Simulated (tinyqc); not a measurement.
Raising the field: Wannier-Stark ladder of a miniband.

One state in each well j = -(Nw - 1)/2 ... (Nw - 1)/2: H_jj = j e F d, H_(j,j+1) = -W/4; 1 kV/cm = 0.01 meV/angstrom. In an infinite chain the levels are j e F d and the state of well 0 has amplitude J_j(x) in size on well j, x = W/(2 e F d).

Parameters, chosen for this exercise (near those of a non-polar GaN/AlGaN superlattice; shifted at random, so the results belong to these values and not to a real crystal): W = 70 meV (miniband width); d = 30 angstrom (period); Nw = 7 (wells); Fs = (25, 34, 46, 65, 100, 170, 370) kV/cm (fields).

Infinite-chain weights beside the middle spacing of the finite stack.

Results:

| F (kV/cm) | e F d (meV) | x | J_0^2 | J_1^2 | J_2^2 | middle spacing/(e F d) |
|---|---|---|---|---|---|---|
| 25 | 7.50 | 4.667 | 0.078 | 0.074 | 0.026 | 1.7044 |
| 34 | 10.20 | 3.431 | 0.137 | 0.028 | 0.218 | 1.3075 |
| 65 | 19.50 | 1.795 | 0.118 | 0.338 | 0.093 | 1.0233 |
| 1.0e+02 | 30.00 | 1.167 | 0.473 | 0.240 | 0.023 | 1.0025 |
| 1.7e+02 | 51.00 | 0.686 | 0.784 | 0.105 | 0.003 | 1.0001 |
| 3.7e+02 | 111.00 | 0.315 | 0.951 | 0.024 | 0.000 | 1.0000 |

Give the missing row, F (kV/cm) = 46.

Computed row:
```
F (kV/cm)  e F d (meV)      x  J_0^2  J_1^2  J_2^2  middle spacing/(e F d)
46               13.80  2.536  0.004  0.238  0.203                  1.1064
```

J_0 vanishes at x = 2.405, F = 48.5 kV/cm, where the line at j = 0 disappears; J_0^2 overtakes J_1^2 for good at x = 1.435, F = 81.3 kV/cm, and reaches 0.95 in the last row. The 7 wells reproduce the middle spacing of the even ladder to 1 % from 100 kV/cm on, where the swing W/(e F d) = 2x is 2.3 periods. The lines are seen apart only where e F d exceeds their width, usually a few meV.

Run: tinyqc, `OMP_NUM_THREADS=1 python tinyqc.py 1250319 1250320 out.jsonl`; Intel(R) Xeon(R) Processor @ 2.30GHz, one thread, shared host; about 0.01 s of CPU time with all checks.
